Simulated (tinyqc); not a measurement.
Single-band model of a thermoelectric material. Changing the carrier density n. Computed by tinyqc, a small Python program. Command: `OMP_NUM_THREADS=1 python tinyqc.py 3024419 3024420 out.jsonl thermo sweep`. One thread of a shared host (Intel(R) Xeon(R) Processor @ 2.30GHz), about 0.01 s of CPU time with the checks.

One spherical band, one scattering law, no minority carriers and no phonon drag. In a real material minority carriers limit |S| to about E_g/(2 e T), so larger values are formal. eta = E_F/(k_B T) is counted from the band edge; f = 1/(1 + exp(x - eta)).

Inputs (values chosen for the exercise, modelled on n-type PbTe):
```
quantity                              value        unit
density-of-states mass m               0.28         m_0
non-parabolicity alpha                  2.7        1/eV
mobility parameter mu_300              1700  cm^2/(V s)
temperature exponent p                  1.5           -
lattice thermal conductivity kappa_L   0.94     W/(m K)
temperature T                           460           K
```

Band: Kane. Scattering: acoustic phonons, r = -0.5.

Constants: m_0 = 9.1093837015e-31 kg; k_B = 1.380649e-23 J/K; hbar = 1.054571817e-34 J s; k_B = 8.617333262e-05 eV/K; e = 1.602176634e-19 C.

Method:
- With x = E/(k_B T), a = alpha k_B T (0 for a parabolic band), G = x (1 + a x), D = 1 + 2 a x and <y> = int y f (1 - f) dx, f = 1/(1 + exp(x - eta)): tau = tau_0 G^r/D; transport function s = G^(3/2 + r)/D^2; n = N_0 <G^(3/2)> with N_0 = (2 m k_B T)^(3/2)/(3 pi^2 hbar^3).
- Integrals over x = E/(k_B T) use 160 Gauss-Legendre points in u = sqrt(x) from 0 to sqrt(max(eta, 0) + 32).
- Solve for eta.
- sigma = e mu_0 N_0 <s> with mu_0 = e tau_0/m = mu_300 (T/300 K)^(-p); |S| = (k_B/e)(<x s>/<s> - eta); Lorenz number L = (k_B/e)^2 (<x^2 s>/<s> - (<x s>/<s>)^2); kappa_e = L sigma T; zT = S^2 sigma T/(kappa_L + kappa_e).
- Hall factor r_H = <G^(3/2)> <G^(3/2 + 2r)/D^4>/<s>^2; drift mobility sigma/(n e) with n = N_0 <G^(3/2)>; power factor S^2 sigma.

One run for each value; columns: (1) carrier density n (1/cm^3); (2) zT; (3) Seebeck coefficient |S| (microvolt/K); (4) power factor (microwatt/(cm K^2)); (5) conductivity sigma (S/cm); (6) Lorenz number L (1e-8 V^2/K^2); (7) reduced Fermi level eta:
```
(1)              (2)     (3)     (4)         (5)     (6)      (7)
3.00e+16  2.9189e-02  645.15  0.5969  1.4342e+00  1.0934  -5.8222
8.60e+16  6.1614e-02  554.47  1.2618  4.1044e+00  1.0945  -4.7674
2.50e+17  1.2362e-01  462.75  2.5423  1.1872e+01  1.0979  -3.6955
7.30e+17  2.2612e-01  371.09  4.7062  3.4175e+01  1.1077  -2.6099
2.10e+18  3.4928e-01  281.95  7.5120  9.4495e+01  1.1351  -1.5137
6.20e+18  4.0172e-01  194.13  9.4264  2.5013e+02  1.2114  -0.3167
1.80e+19  2.6857e-01  116.27  7.5904  5.6145e+02  1.3941   1.0516
5.20e+19  8.2598e-02   56.05  3.1030  9.8773e+02  1.7346   2.8347
1.50e+20  1.1678e-02   20.63  0.5749  1.3505e+03  2.1322   5.3857
4.40e+20  1.0673e-03    6.26  0.0613  1.5657e+03  2.3647   9.2017
```

Describe and explain the trends.

Over the rows, zT goes from 0.0292 through a maximum among these rows, 0.402 at 6.20e18, to 0.00107; Seebeck coefficient |S| (microvolt/K) falls from 645 to 6.26 (exponent d ln y / d ln x -0.14 between the first rows and -1.1 between the last); power factor (microwatt/(cm K^2)) goes from 0.597 through a maximum among these rows, 9.43 at 6.20e18, to 0.0613. At the low end the exponent of conductivity sigma is 1.00, close to 1: the mobility hardly depends on n here.

Extremes, crossings and ranges named in words are read from the listed rows.
